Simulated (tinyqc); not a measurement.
Changing the period of the pattern: rapid thermal processing of a wafer: radiative balance, ramp and cooling, pattern effects, pyrometer error and spike budget. Computed by tinyqc, a small Python program. Command: `OMP_NUM_THREADS=1 python tinyqc.py 3110170 3110171 out.jsonl rtp sweep`. One thread of a shared host (Intel(R) Xeon(R) Processor @ 2.30GHz), about 0.05 s of CPU time with the checks.

The wafer is opaque and uniform through its thickness unless said otherwise; temperatures in formulas are in kelvin (C + 273.15). sigma = 5.670374419e-12 W/(cm^2 K^4).

Inputs (values chosen for the exercise, modelled on a hot silicon wafer):
```
quantity                                              value         unit
wafer thickness d                                       725   micrometre
heat capacity per volume C                             2.15   J/(cm^3 K)
thermal conductivity k                                 0.28     W/(cm K)
emissivity eps of each face                            0.67            -
reflectivity of the chamber walls r                    0.55            -
gas heat-transfer coefficient h, both faces together      1  mW/(cm^2 K)
wall temperature T_w                                    350            K
process temperature                                     802            C
ramp rate                                                30          K/s
relative change of absorptivity over a pattern          4.6            %
activation energy of the process E_a                      2           eV
```

Constants: k_B = 8.617333262e-05 eV/K.

Method:
- Effective emissivity between parallel grey plates: eps_eff = 1/(1/eps + 1/(1 - r) - 1). Loss per area q(T) = 2 eps_eff sigma (T^4 - T_w^4) + h (T - T_w).
- Absorbed power during a ramp = q(T) + C d x ramp rate; thermal time constant tau = C d/(dq/dT), dq/dT = 8 eps_eff sigma T^3 + h; natural cooling rate q/(C d); front-to-back difference under one-sided heating at the end of the ramp = (absorbed power) d/(2 k).
- At steady state a sinusoidal change of absorbed power of relative amplitude a and period p gives the temperature amplitude a q/(dq/dT + k d (2 pi/p)^2); healing length l = sqrt(k d/(dq/dT)); process change = E_a dT/(k_B T^2). Emissivity is taken as unchanged.

One run for each value:
```
period of the pattern (mm)  amplitude (K)  change of the process rate (%)
0.3                            3.2257e-04                      6.4766e-04
0.71                           1.8066e-03                      3.6272e-03
1.7                            1.0350e-02                      2.0781e-02
4                              5.7099e-02                      1.1464e-01
9.5                            3.1574e-01                      6.3393e-01
22                             1.5332e+00                      3.0784e+00
53                             5.7109e+00                      1.1466e+01
130                            1.0836e+01                      2.1756e+01
300                            1.2678e+01                      2.5454e+01
```

Over the rows, amplitude (K) rises from 3.23e-4 to 12.7 (exponent d ln y / d ln x 2.0 between the first rows and 0.19 between the last); change of the process rate (%) rises from 6.48e-4 to 25.5 (exponent d ln y / d ln x 2.0 between the first rows and 0.19 between the last). At the low end the exponent of amplitude is 2.00, close to 2: conduction smooths short periods.
